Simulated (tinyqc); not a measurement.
On-chip interconnect, size-dependent resistivity and RC delay: two steps of the calculation.

A rectangular line between two neighbours and two ground planes. Surface and grain-boundary scattering are added to the bulk resistivity as corrections; capacitances are parallel-plate values without fringing; inductance is ignored.

Parameters, values chosen for the exercise; metal values close to those of copper: bulk resistivity rho0 = 1.67 uohm cm; bulk mean free path lam = 41 nm; specular share of surface scattering ps = 0.5; reflection coefficient of grain boundaries Rg = 0.26; grain size over the metal width gr = 2; drawn line width wd = 11 nm; aspect ratio, height over width AR = 1.9; liner on both walls and the bottom, not conducting tl = 1.3 nm; space to the neighbouring lines sp = 11 nm; dielectric height to the planes above and below hd = 24 nm; relative permittivity of the dielectric ek = 2.7; Miller factor of the neighbours Mf = 1; driver resistance Rd = 4000 ohm; time step dt = 990 ps.

Constants: eps0 = 8.8541878128e-12 F/m. Results are converted to the units shown.

Problem 1. Resistivity, resistance and capacitance per length. Metal width x = wd - 2 tl, height y = AR wd - tl; grain boundaries (Mayadas-Shatzkes): al = (lam/(gr x)) Rg/(1 - Rg), g = 1/[1 - 3 al/2 + 3 al^2 - 3 al^3 ln(1 + 1/al)] - 1; surfaces (Fuchs-Sondheimer, thick limit): s = (3/8) lam (1 - ps)(1/x + 1/y); rho = rho0 (1 + g + s); r = rho/(x y); c = eps0 ek (2 wd/hd + 2 Mf AR wd/sp).

Wanted: x; y; al; g; s; rho; r; c.

Solution 1.

x = 8.400 nm
y = 19.60 nm
al = 0.8575
g = 1.186
s = 1.307
rho = 5.833 uohm cm
r = 354.3 ohm/um
c = 0.1128 fF/um

Problem 2. Node voltages after a time step. A 1 V step is applied behind Rd at t = 0. C dv/dt = -G v + b, with G the conductance matrix of the ladder (1/Rs between neighbours, 1/Rd added at node 0) and b = (1 V/Rd, 0, ...). Backward Euler step: (C/dt + G) v(new) = (C/dt) v + b.

Rs = 34544.161 ohm

```
node,C (fF),v at t = 1 dt (V)
0,5.4969565,0.93113773
1,10.993913,0.51503799
2,10.993913,0.29651281
3,10.993913,0.19173340
4,5.5759565,0.16050514
```

Give: v at t = 2 dt.

Solution 2.

v at t = 2 dt, node 0 to 4 (V): [0.9683, 0.7016, 0.5065, 0.3920, 0.3543]

Range of the model: The metal width is under the mean free path, where the thick-limit surface term and the simple sum of corrections lose accuracy.

Numbers from tinyqc (`OMP_NUM_THREADS=1 python tinyqc.py 2100039 2100040 out.jsonl`; about 0.01 s on one thread of a shared Intel Xeon 2.30GHz).
